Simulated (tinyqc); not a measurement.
# Velocity overshoot from momentum and energy balance equations after a field step, step by step

A worked calculation. Computed by tinyqc, a small Python program that keeps every step. Command: `OMP_NUM_THREADS=1 python tinyqc.py 3004631 3004632 out.jsonl overshoot walk`. One thread of a shared host (Intel(R) Xeon(R) Processor @ 2.30GHz), about 0.02 s of CPU time with the checks. Intermediate numbers are printed to about 6 digits and carried at full precision; extremes and crossings named in words are read from the listed rows.

At t = 0 the field jumps from 0 to F in a uniform sample. v is the drift velocity and u = w - (3/2) k_B T the excess energy per carrier.

Inputs (values chosen for the exercise, modelled on electrons in 4H-SiC except for tau_E):

| quantity | value | unit |
|---|---|---|
| effective mass m | 0.35 | m_0 |
| low-field mobility mu_0 | 850 | cm^2/(V s) |
| saturation velocity v_s | 2 | 1e7 cm/s |
| energy relaxation time tau_E | 0.67 | ps |
| field after the step F | 130 | kV/cm |
| lattice temperature T | 300 | K |
| time step dt | 2.3 | fs |

Scheme: explicit Euler.

Constants: m_0 = 9.1093837015e-31 kg; e = 1.602176634e-19 C; k_B = 8.617333262e-05 eV/K.

## Constants and steady state

dv/dt = e F/m - v/tau_m(u), du/dt = e F v - u/tau_E, tau_m(u) = tau_0/(1 + c u), tau_0 = m mu_0/e, c = mu_0/(e tau_E v_s^2); this choice gives the steady state v (1 + mu_0 F v/v_s^2) = mu_0 F, which saturates at v_s. Steady velocity v = 2 mu_0 F/(1 + sqrt(1 + 4 (mu_0 F/v_s)^2)); u = e F v tau_E; carrier temperature T + 2u/(3 k_B), neglecting the drift energy m v^2/2.

tau_0 = 169.147 fs

c = 3.17164 1/eV

acceleration e F/m = 0.0653276 1e7 cm/s per fs

steady velocity = 1.82718 1e7 cm/s

steady excess energy = 1.59147 eV

steady carrier temperature = 12612.2 K

tau_E/tau_0 = 3.96, and in the steady state tau_m has shrunk to 28.0 fs. Caution: the excess energy exceeds 0.5 eV, where non-parabolicity, upper valleys and impact ionisation matter.

## First four steps

dv/dt = e F/m - v/tau_m(u), du/dt = e F v - u/tau_E, tau_m(u) = tau_0/(1 + c u), tau_0 = m mu_0/e, c = mu_0/(e tau_E v_s^2); this choice gives the steady state v (1 + mu_0 F v/v_s^2) = mu_0 F, which saturates at v_s. Step: v_new = v + dt (e F/m - v/tau_m(u)), u_new = u + dt (e F v - u/tau_E). Start v = u = 0; the distance adds dt (v + v_new)/2.

Steps:

| step | t (fs) | v (1e7 cm/s) | u (eV) | tau_m (fs) |
|---|---|---|---|---|
| 1 | 2.3 | 0.150253 | 0.00000000 | 169.147 |
| 2 | 4.6 | 0.298464 | 0.00044926 | 168.907 |
| 3 | 6.9 | 0.444653 | 0.00134012 | 168.432 |
| 4 | 9.2 | 0.588835 | 0.00266504 | 167.730 |

After the first step u is still 0, below the drift energy m v^2/2, because the explicit scheme uses the old v: an error of the finite time step.

## The whole transient

Run to 8 times the larger of tau_E and tau_0, but at most 20001 steps, and stop early if |v| > 1000 v_s or u < -1/(2c); the run is accepted if the last v is within 0.5 % of the steady value.

Selected steps, the peak among them:

| step | t (fs) | v (1e7 cm/s) | u (eV) | distance (nm) |
|---|---|---|---|---|
| 1 | 2.30000e+00 | 0.15025 | 0 | 1.72792e-02 |
| 3 | 6.90000e+00 | 0.44465 | 1.34012e-03 | 1.54340e-01 |
| 5 | 1.15000e+01 | 0.73101 | 4.41650e-03 | 4.24974e-01 |
| 10 | 2.30000e+01 | 1.41155 | 1.93116e-02 | 1.66165e+00 |
| 19 | 4.37000e+01 | 2.49919 | 6.95056e-02 | 5.74123e+00 |
| 35 | 8.05000e+01 | 3.89575 | 2.16096e-01 | 1.77409e+01 |
| 56 | 1.28800e+02 | 4.51846 | 4.62393e-01 | 3.85967e+01 |
| 65 | 1.49500e+02 | 4.43241 | 5.67564e-01 | 4.78879e+01 |
| 118 | 2.71400e+02 | 2.98382 | 1.00772e+00 | 9.29225e+01 |
| 214 | 4.92200e+02 | 2.17352 | 1.32146e+00 | 1.47116e+02 |
| 389 | 8.94700e+02 | 1.91526 | 1.51135e+00 | 2.28044e+02 |
| 707 | 1.62610e+03 | 1.83735 | 1.58177e+00 | 3.64292e+02 |
| 1283 | 2.95090e+03 | 1.82741 | 1.59125e+00 | 6.06703e+02 |
| 2331 | 5.36130e+03 | 1.82718 | 1.59147e+00 | 1.04713e+03 |

peak velocity = 4.51846 1e7 cm/s

time of the peak = 128.8 fs

distance at the peak = 38.5967 nm

last relative deviation from the steady velocity = 1.28692e-07

peak over steady velocity = 2.47292

The velocity overshoots to 2.47 times its steady value: momentum follows the field within tau_m while the energy, and with it the scattering rate, builds up over tau_E. A channel shorter than a few times 39 nm would see this.

## Error of the time step

The peak velocity is recomputed with dt/2 and dt/4 and by an adaptive Runge-Kutta method (tolerance 1e-9).

Peak velocity:

| step | v_peak (1e7 cm/s) | error (%) |
|---|---|---|
| dt | 4.51846 | 1.14202 |
| dt/2 | 4.49269 | 0.56525 |
| dt/4 | 4.48000 | 0.28100 |
| adaptive | 4.46744 | 0.00000 |

The explicit scheme puts the peak 1.14 % too high; halving dt divides the error by 2.02, as a first-order method should.

Checks made by the program: peak at dt/4 against the adaptive solution (relative difference 3e-03).
